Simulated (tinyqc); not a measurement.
# Fully depleted semiconductor-on-insulator film with two gates, non-linear Poisson equation by Newton steps: effects of single changes

One dimension across the film, front interface at x = 0, back interface at x = ts. psi is counted from the intrinsic level, n = ni exp(psi/Vt) (source grounded), holes neglected, acceptors ionised. Gates act through Cox = eps0 eox/tox and Cbox = 3.9 eps0/tb with potentials G1 = Vg - (phiM - chi - Vt ln(Nc/ni)) and G2 = Vb - (phiB - chi - Vt ln(Nc/ni)). Classical Boltzmann densities, no interface charge, no depletion in the back plane.

Inputs (values chosen for the exercise); band and dielectric values those of a made-up semiconductor:
- T = 300 K (temperature)
- Eg = 0.884 eV (band gap)
- eps_r = 14.2 (relative permittivity)
- Nc = 1.83e17 cm^-3 (conduction-band density of states at T)
- Nv = 8.13e18 cm^-3 (valence-band density of states at T)
- chi = 4.89 eV (electron affinity)
- eox = 3.9 (relative permittivity of the gate insulator (close to silicon dioxide))
- tox = 1.1 nm (insulator thickness)
- ts = 6.8 nm (film thickness)
- tb = 60 nm (buried-oxide thickness (eps_r 3.9))
- Na = 1e15 cm^-3 (acceptor density of the film)
- phiM = 5.57 eV (work function of the front gate)
- phiB = 5.72 eV (work function of the back plane)
- Vb = 0 V (back-gate voltage)

Constants: q = 1.602176634e-19 C, kB = 1.380649e-23 J/K, Vt = kB T/q, eps0 = 8.8541878128e-14 F/cm where lengths are in cm. Results are converted to the units shown.

Each table varies one quantity; the others keep the values above.

## Charge against front-gate voltage

ni = sqrt(Nc Nv) exp(-Eg/(2 Vt)), Eg in volts. The Poisson equation eps0 eps_r d2psi/dx2 = q (n + Na), with -eps0 eps_r dpsi/dx = Cox (G1 - psi) at x = 0 and eps0 eps_r dpsi/dx = Cbox (G2 - psi) at x = ts, is solved on 300 equal intervals with half boxes at both ends; N_inv is the trapezoid sum of n. Swing = ln 10/(d ln N_inv/dVg); the last column is (dN_inv/dVb)/(dN_inv/dVg).

Result of one run:
```
Vg (V),psi front (V),psi back (V),N_inv (cm^-2),centroid/ts,swing (mV/decade),q dN_inv/dVg over Cox,back/front leverage
1.36,0.578,0.441,9.39e12,0.134,1.22e3,0.906,0.0198
```

What becomes of these results when the front-gate voltage Vg is changed from 1.36 to 0.61 V, all else the same?

Result of the changed run:
```
Vg (V),psi front (V),psi back (V),N_inv (cm^-2),centroid/ts,swing (mV/decade),q dN_inv/dVg over Cox,back/front leverage
0.61,0.309,0.287,3.28e9,0.428,61.9,0.00622,0.0311
```

The whole series:
```
Vg (V),psi front (V),psi back (V),N_inv (cm^-2),centroid/ts,swing (mV/decade),q dN_inv/dVg over Cox,back/front leverage
0.31,0.0149,0.00122,4.30e4,0.456,61.4,8.23e-8,0.0320
0.46,0.162,0.144,1.19e7,0.442,61.4,2.28e-5,0.0315
0.61,0.309,0.287,3.28e9,0.428,61.9,0.00622,0.0311
0.76,0.439,0.401,3.57e11,0.380,118,0.357,0.0286
0.91,0.505,0.430,2.01e12,0.272,337,0.700,0.0237
1.06,0.539,0.437,4.26e12,0.202,611,0.820,0.0214
1.21,0.562,0.440,6.77e12,0.161,908,0.875,0.0204
1.36,0.578,0.441,9.39e12,0.134,1.22e3,0.906,0.0198
1.51,0.590,0.442,1.21e13,0.116,1.54e3,0.925,0.0195
```

N_inv passes 1e11 cm^-2 at Vg = 0.708 V. The swing starts at 61.4 mV a decade, against (1 + k) Vt ln 10 = 60.6 for a front channel with k = Cs Cbox/(Cox (Cs + Cbox)) = 0.0178, Cs = eps0 eps_r/ts; above threshold this column is no longer a subthreshold swing. The centroid falls from 0.456 to 0.116 of ts and the leverage of the back gate falls from 0.0320 to 0.0195. For Vg = 0.76, 0.91, 1.06, 1.21, 1.36, 1.51 the density at an interface exceeds 0.3 Nc, where Boltzmann statistics fail. For Vg = 0.61, 0.76, 0.91, 1.06, 1.21, 1.36, 1.51 the classical centroid lies within 3 nm of an interface, where confinement, left out, would push it away.

## Threshold and coupling against the insulator thickness

VT is the Vg for N_inv = 1e11 cm^-2; -dVT/dVb from the linearised equation. Limits with Cs = eps0 eps_r/ts: front channel Cs Cbox/(Cox (Cs + Cbox)), back channel Cbox (Cox + Cs)/(Cox Cs). Swing at N_inv = 1e8 cm^-2.

The same in every row: centroid/ts at VT = 0.409.

Threshold and coupling against the insulator thickness:
```
tox (nm),VT (V),-dVT/dVb,front-channel limit,back-channel limit,swing (mV/decade)
0.55,0.698,0.0212,0.00889,0.0403,60.9
0.78,0.702,0.0249,0.0126,0.0441,61.1
1.1,0.708,0.0302,0.0178,0.0495,61.4
1.6,0.717,0.0384,0.0259,0.0578,61.9
2.2,0.728,0.0482,0.0356,0.0678,62.5
3.1,0.744,0.0629,0.0501,0.0828,63.4
4.4,0.768,0.0842,0.0711,0.104,64.7
```

What does the comparison show?

As tox goes from 0.55 to 4.4, VT rises from 0.698 to 0.768 V, the centroid stays near 0.409 of ts and -dVT/dVb rises from 0.0212 to 0.0842. The coupling covers 39.1 % of the way from the front-channel to the back-channel limit in the first row and 39.2 % in the last.

Range of the model: In so thin a film or at such density quantum confinement moves the charge away from the interfaces and raises the threshold.

Program tinyqc, `OMP_NUM_THREADS=1 python tinyqc.py 2190160 2190161 out.jsonl`; Intel Xeon 2.30GHz, shared host, one thread, about 0.4 s.
